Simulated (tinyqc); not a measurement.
# Partial widths from the peak

Problem. A Breit-Wigner resonance has total width G = GL + GR and peak transmission Tp = 4 GL GR/G^2. GL is known to be the larger. Find GL, GR and the lifetime hbar/G.

Constants: q = 1.602176634e-19 C, hbar = 1.054571817e-34 J s. Results are converted to the units shown.

G = 8.6751649 meV
Tp = 0.62259934

Answer. GL and GR have the sum G and the product Tp G^2/4, so they are (G/2)(1 +/- sqrt(1 - Tp)).

GL = 7.002 meV
GR = 1.673 meV
lifetime = 75.87 fs

Numbers from tinyqc (`OMP_NUM_THREADS=1 python tinyqc.py 2600054 2600055 out.jsonl`; about 0.09 s on one thread of a shared Intel Xeon 2.30GHz).
